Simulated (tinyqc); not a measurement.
# AlGaN/GaN HEMT with access regions, lumped model, step by step

Program tinyqc, `OMP_NUM_THREADS=1 python tinyqc.py 2570062 2570063 out.jsonl`; Intel Xeon 2.30GHz, shared host, one thread, about 0.01 s. Printed values are rounded.

A polarisation-induced electron sheet under a Schottky gate, in series with two ungated access regions and contacts. Drift law v = mu E/(1 + mu E/vs) under the gate. Currents in mA/mm, resistances in ohm mm. No self-heating, no channel-length modulation; fits for polarisation, barrier and offset are chosen for the exercise.

Inputs (values chosen for the exercise); values close to those of AlGaN/GaN structures:
- x = 0.2 (aluminium share of the barrier)
- d = 18 nm (barrier thickness)
- eps_r = 9.5 (relative permittivity of barrier and channel)
- mu = 1700 cm^2/(V s) (channel mobility)
- vs = 1.5e7 cm/s (saturation velocity)
- Lg = 1 um (gate length)
- Ls = 1 um (source access length)
- Ld = 8 um (drain access length)
- Rc = 0.47 ohm mm (resistance of each contact)
- ft = 0 (share of the drain-access electrons removed by traps)
- Vg = 0.5 V (gate voltage)
- Vd = 1 V (drain voltage)
- Ec = 2.9 MV/cm (critical field)
- te = 0.42 um (depth over which the depleted charge spreads)
- tf = 100 nm (insulator under the field plate)
- ei = 3.9 (relative permittivity of that insulator)

Constants: q = 1.602176634e-19 C, eps0 = 8.8541878128e-14 F/cm where lengths are in cm. Results are converted to the units shown.

## Polarisation charge, threshold and sheet resistance

sigma = (5e13 x + 1.6e13 x^2) cm^-2, phiB = 0.84 + 1.3 x, dEc = 0.7 (1.71 x + x^2) in volts, Cb = eps0 eps_r/d, VT = phiB - dEc - q sigma/Cb, access density n0 = -Cb VT/q. Rsh = 1/(q mu n0); largest access current q n0 vs.

sigma = 1.064e13 cm^-2
Cb = 0.4673044 uF/cm^2
VT = -2.815378 V
n0 = 8.211569e12 cm^-2
Rsh = 447.1102 ohm
q n0 vs = 1973.457 mA/mm

## Iteration 1: drain current

I at the start = 150 mA/mm

Access resistance R(L, n) = L/(q mu n sqrt(1 - (I/(q n vs))^2)); Rs = Rc + R(Ls, n0), Rd = Rc + R(Ld, (1 - ft) n0). Vg' = Vg - I Rs, Vd' = Vd - I (Rs + Rd); with u = Vg' - VT, Vc = vs Lg/mu and w the smaller of Vd' and Vc [sqrt(1 + 2 u/Vc) - 1] (0 if negative), the channel gives (mu Cb/Lg)(u w - w^2/2)/(1 + w/Vc). I(new) = I + 0.1 (channel current - I).

Rs = 0.9184074 ohm mm
Rd = 4.057259 ohm mm
Vg' = 0.3622389 V
Vd' = 0.2536501 V
channel current = 477.4844 mA/mm
I after iteration 1 = 182.7484 mA/mm

## Iteration 2: drain current

As before.

Rs = 0.9190397 ohm mm
Rd = 4.062317 ohm mm
Vg' = 0.3320469 V
Vd' = 0.08966481 V
channel current = 200.6151 mA/mm
I after iteration 2 = 184.5351 mA/mm

## Course of the iteration: drain current

Stop when I changes by less than 1e-6 mA/mm, or after 60 iterations. I must stay below q (1 - ft) n0 vs.

Course of the iteration:

| iteration | I (mA/mm) | \|change\| (mA/mm) |
|---|---|---|
| 1 | 182.7484 | 32.7 |
| 2 | 184.5351 | 1.79 |
| 3 | 184.3223 | 0.213 |
| 4 | 184.3497 | 0.0273 |
| 5 | 184.3462 | 3.48e-3 |
| 6 | 184.3466 | 4.44e-4 |
| 7 | 184.3466 | 5.65e-5 |
| 8 | 184.3466 | 7.21e-6 |
| 9 | 184.3466 | 9.18e-7 |

Converged in 9 iterations. At the end each change is about 0.13 times the one before, with alternating sign: linear convergence. Of Vd, 8.16 % reaches the channel; the access current is 9.3 % of its limit.

## On-resistance and breakdown

sigma = (5e13 x + 1.6e13 x^2) cm^-2, phiB = 0.84 + 1.3 x, dEc = 0.7 (1.71 x + x^2) in volts, Cb = eps0 eps_r/d, VT = phiB - dEc - q sigma/Cb, access density n0 = -Cb VT/q. Ron = 2 Rc + Ls/(q mu n0) + Ld/(q mu (1 - ft) n0) + Lg/(mu Cb (Vg - VT)). Off state: a depleted stretch that holds the voltage V has the peak field sqrt(k V), k = 2 q n0/(eps0 eps_r te), so one edge holds V1 = Ec^2/k. The sheet under the plate pinches off at Vf = q n0 (1/Cb + tf/(eps0 ei)); beyond it the gate edge is screened. BV = V1 if Vf >= V1, else Vf + V1, and at most Ec Ld. Specific resistance Ron (Ls + Lg + Ld); figure of merit BV^2 over it.

Ron = 5.343672 ohm mm
Vf = 40.91522 V
V1 = 112.9149 V
BV = 153.8301 V
specific resistance = 0.5343672 mohm cm^2
figure of merit = 44.28358 MW/cm^2

The plate raises BV by a factor of 1.36.
